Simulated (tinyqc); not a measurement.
States in the gap of a film: thin (001) film in sp3s* tight binding with raised dangling bonds.

Planes alternate anion (a), cation (c) along [001], a/4 apart, starting with an anion; zero in-plane momentum; levels counted from the bulk Ev, the lower root of [[Epa, Vxx], [Vxx, Epc]]; no spin-orbit coupling. Block of s, pz, s*: from an anion to the cation above, Vss/2 (s,s), Vsapc/2 (s,z), -Vscpa/2 (z,s), Vxx/2 (z,z), Vxapc/2 (s*,z), -Vpaxc/2 (z,s*); to the cation below the same with the s-z and s*-z signs reversed. Block of u = (px + py)/sqrt2 and v = (px - py)/sqrt2: to the cation above (Vxx + Vxy)/2 for u and (Vxx - Vxy)/2 for v, to the cation below the reverse. Each surface atom has two dangling sp3 hybrids; raising both by dl adds (dl/2) [[1, t], [t, 1]] to its s, pz levels (t = -1 at the bottom face, +1 at the top) and dl to the one of u, v in whose plane the missing bonds lie (v for a bottom anion or a top cation, u for a top anion).

Values chosen for the exercise (out of a larger set: near a published set for InAs, fitted to gaps, whose masses and valley positions are rough; not measured data): p = (-9.515, 0.907, -2.738, 3.753, 7.38, 6.814, -5.624, 1.831, 4.495, 3.059, 5.456, 3.339, 3.886) eV (order Esa, Epa, Esc, Epc, Exa, Exc, Vss, Vxx, Vxy, Vsapc, Vscpa, Vxapc, Vpaxc); Nw = 30 (planes in the thicker film).

edges (eV): Gamma 0.42836, Delta 2.32246

Levels between 0 and the lower bulk edge, the largest weight on the two outer planes of both faces among them, and the nearest levels outside, for several shifts dl.

Film of Nw planes:
```
dl (eV)  levels in the gap  at (eV)  surface weight  next above (eV)  next below (eV)
0                        1    0.333            0.23           0.8501          -0.0318
1                        0        -               -           0.4421          -0.0200
2                        1    0.085            0.20           0.5239          -0.0318
3                        1    0.188            0.20           0.5883          -0.0318
5                        1    0.338            0.17           0.6883          -0.0318
10                       0        -               -           0.4681          -0.0318
30                       0        -               -           0.5351          -0.0318
100                      0        -               -           0.5545          -0.0318
```

Can the levels of the bare film be read as confined subbands?

No: with bare surfaces (dl = 0) 1 level lies in the bulk gap, with up to 23 % of the weight on the four outer planes, two a face, where an even spread gives 13 %: a state drawn out of a band edge by the surface, no confined subband, which would lie outside the bulk gap. The reruns show the bulk gap clear from dl = 10 eV on, and at dl = 30 eV the next level above lies -19.3 meV from its value at 100 eV. At dl = 1 and 10 eV the next level above is more than 20 meV from its value at 100 eV, so the surface still acts on it. It is also clear at dl = 1 eV, between two surface states passing through.

Computed by tinyqc, a small Python program: `OMP_NUM_THREADS=1 python tinyqc.py 1452547 1452548 out.jsonl` (the numbers bound the seed that draws the inputs); one thread of a shared host (Intel(R) Xeon(R) Processor @ 2.30GHz), about 0.4 s for the whole set of steps.
